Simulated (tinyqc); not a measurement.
Voltage drop against the factor on the load at the hot node.

A grid of 13 by 13 nodes with segments Rx (rows) and Ry (columns); every node draws I1 and the central node kh I1; pads with resistance Rp sit at the nodes whose row and column are multiples of the pitch, counting from 0. The drops u = Vdd - V follow from G u = i, with G the conductance matrix and i the load currents, solved directly. Here the pitch is 6.

Values chosen for this exercise: supply voltage Vdd = 0.75 V; resistance of a horizontal segment Rx = 0.3 ohm; resistance of a vertical segment Ry = 1.1 ohm; resistance from a pad node to the supply Rp = 0.47 ohm; load current of a node in the large grid I1 = 0.28 mA.

Result of one run:
```
kh	pads	worst drop (mV)	mean drop (mV)	largest drop at a pad (mV)	largest pad current (mA)	worst drop over Vdd (%)
5	9	4.9409	4.2969	3.5343	7.5197	0.65878
```

What becomes of these results when the factor on the load at the hot node kh is changed from 5 to 1, all else the same?

Result of the changed run:
```
kh	pads	worst drop (mV)	mean drop (mV)	largest drop at a pad (mV)	largest pad current (mA)	worst drop over Vdd (%)
1	9	4.8473	4.2191	3.2885	6.9968	0.64631
```

The whole series:
```
kh	pads	worst drop (mV)	mean drop (mV)	largest drop at a pad (mV)	largest pad current (mA)	worst drop over Vdd (%)
1	9	4.8473	4.2191	3.2885	6.9968	0.64631
2	9	4.8690	4.2385	3.3500	7.1276	0.64920
5	9	4.9409	4.2969	3.5343	7.5197	0.65878
10	9	5.0745	4.3942	3.8414	8.1733	0.67660
20	9	5.3461	4.5888	4.4558	9.4805	0.71282
50	9	6.2989	5.1725	6.2989	13.402	0.83986
100	9	9.3708	6.1455	9.3708	19.938	1.2494
```

The worst drop rises from 4.85 to 9.37 mV and the mean drop rises from 4.22 to 6.15 mV. The central node is itself a pad. The drops are linear in the loads, so the mean grows by 0.0195 mV for each unit of kh in every row.

tinyqc, about 0.08 s, one thread, Intel Xeon 2.30GHz (shared host): `OMP_NUM_THREADS=1 python tinyqc.py 2770134 2770135 out.jsonl`
